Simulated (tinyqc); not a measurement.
Spin coating of a resist or spin-on film: centrifugal thinning, evaporation and the final thickness (Emslie and Meyerhofer models): one step, computed by the program tinyqc. Command: `OMP_NUM_THREADS=1 python tinyqc.py 3112935 3112936 out.jsonl spincoat walk`. One thread of a shared host (Intel(R) Xeon(R) Processor @ 2.30GHz), about 0.07 s of CPU time with the checks.

A Newtonian film stays uniform over the wafer; solvent and solids have the same density and the concentration is uniform through the thickness.

Problem. Thinning without evaporation. dh/dt = -K h^3 gives h = h0/sqrt(1 + 2 K h0^2 t); for long times h = 1/sqrt(2 K t).

Inputs (values chosen for the exercise, of the order of those of a polymer resist in an ester solvent): starting thickness h0 = 300 micrometre; time t = 1.2 s.

flow constant K = 6.998332e-04 1/(micrometre^2 s)

Give: h(t) without evaporation; long-time form; time 1/(2 K h0^2).

Solution.

h(t) without evaporation = 24.32 micrometre

long-time form = 24.40 micrometre

time 1/(2 K h0^2) = 0.007938 s

The long-time form is within 0.33 %: the starting thickness is forgotten.
